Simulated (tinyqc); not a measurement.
Inside a calculation. Model: MOSFET in saturation, small-signal circuit and noise.

Program tinyqc, `OMP_NUM_THREADS=1 python tinyqc.py 2150110 2150111 out.jsonl`; Intel Xeon 2.30GHz, shared host, one thread, about 0.01 s. Printed values are rounded.

Bias by the inversion coefficient IC = I/Ispec (charge-based model with velocity saturation; weak inversion below 0.1, strong above 10). Common-source circuit: gm, gds, Cgs, Cgd and Cj at the inner nodes, Rg in series with the gate; quasi-static, no source or drain resistance, no gate-body capacitance, no substrate network, no induced gate noise, so fmax is an upper estimate.

Parameters, values chosen for the exercise: temperature T = 300 K; gate length L = 130 nm; total gate width W = 5 um; gate capacitance Cox = 0.8 uF/cm^2; mobility mu = 140 cm^2/(V s); slope factor n = 1.21; velocity-saturation length Ls = 10 nm; ratio gds/gm sg = 0.023; overlap and fringe capacitance per side Cov = 0.33 fF/um; drain junction capacitance Cj = 0.45 fF/um; sheet resistance of the gate Rsh = 5 ohm; finger width Wf = 0.5 um; gate contact and vertical resistance Rc = 200 ohm um; inversion coefficient IC = 17; short-channel excess of the noise factor gw = 0.09; oxide trap density Nt = 5e17 cm^-3 eV^-1; tunnelling length into the oxide lt = 0.1 nm; Coulomb scattering coefficient ac = 3000 V s/C; signal frequency f = 5 GHz.

Constants: q = 1.602176634e-19 C, kB = 1.380649e-23 J/K, Vt = kB T/q. Results are converted to the units shown.

Range of the model: fmax exceeds 4 fT, where channel resistance and substrate losses, left out here, would cap it.

## Current, transconductance and gain

Ispec = 2 n mu Cox (W/L) Vt^2, lc = Ls/L, gms = [sqrt((lc IC + 1)^2 + 4 IC) - 1]/[2 + lc (lc IC + 1)], gm = gms Ispec/(n Vt), gds = sg gm.

Ispec = 6.967040 uA
I = 118.4397 uA
gms = 3.473238
gm = 0.7735767 mS
gds = 0.01779226 mS
gm/I = 6.531398 1/V

gm/I is 20.4 % of its weak-inversion limit 1/(n Vt); without velocity saturation (lc = 0) gms would be 3.65.

## Capacitances, gate resistance and cut-off frequencies

qs = [sqrt(1 + 4 IC) - 1]/2, Cgs = Cox W L qs (2 qs + 3)/(3 (qs + 1)^2) + Cov W, Cgd = Cov W, Cd = Cj W, Rg = Rsh (Wf/L)/(12 Nf) + Rc/W with Nf = W/Wf fingers (not rounded) contacted at both ends. fT = gm/(2 pi (Cgs + Cgd)), fmax = fT/(2 sqrt(Rg (gds + 2 pi fT Cgd))).

Cgs = 4.664123 fF
Cgd = 1.65 fF
Cd = 2.25 fF
Rg = 40.16026 ohm
fT = 19.49892 GHz
fmax = 103.7356 GHz

Overlap and fringe make up 52.3 % of the gate capacitance; fmax is 5.32 times fT.

## Admittance matrix

Inner admittances at w = 2 pi f: y11 = i w (Cgs + Cgd), y12 = -i w Cgd, y21 = gm - i w Cgd, y22 = gds + i w (Cgd + Cd). Invert to Z, add Rg to Z11 and invert back to Y.

inner y (mS):
```
                      1                     2
1  0.0000000+0.1983640i  0.0000000-0.0518363i
2  0.7735767-0.0518363i  0.0177923+0.1225221i
```

Y with Rg (mS):
```
                      1                      2
1  0.0015801+0.1983514i  -0.0004129-0.0518330i
2  0.7731147-0.0579952i   0.0179130+0.1241316i
```

## Current gain and unilateral power gain

|h21| = |Y21/Y11|; U = |Y21 - Y12|^2/(4 [Re Y11 Re Y22 - Re Y12 Re Y21]). Extrapolated at 20 dB a decade: f |h21| and f sqrt(U).

|h21| = 3.908529
U = 430.4427
f |h21| = 19.54264 GHz
f sqrt(U) = 103.7356 GHz

f |h21| is 0.22 % above the formula for fT, and f sqrt(U) within 0.01 % of that for fmax.

## Noise at the gate

Channel noise Sid = 4 kB T gam n gm with gam = (1/2 + (2/3) qs)/(1 + qs) + gw lc IC, qs = [sqrt(1 + 4 IC) - 1]/2, lc = Ls/L (the last term an empirical rise with velocity saturation); at the gate, white noise Sw = Sid/gm^2 + 4 kB T Rg. Number fluctuation with correlated mobility: S(f) = K/f, K = q^2 Vt lt Nt/(W L Cox^2) (1 + ac mu Cox I/gm)^2, Vt in eV with Nt per eV. Corner fc = K/Sw. Full shot noise would be 2 q I.

gam = 0.7485422
Sid = 1.160833e-23 A^2/Hz
Sid/(2 q I) = 0.3058665
sqrt(Sw) = 4.479244 nV/Hz^0.5
K = 8.817871e-10 V^2
fc = 43.94954 MHz

The gate resistance gives 3.3 % of the white noise power.
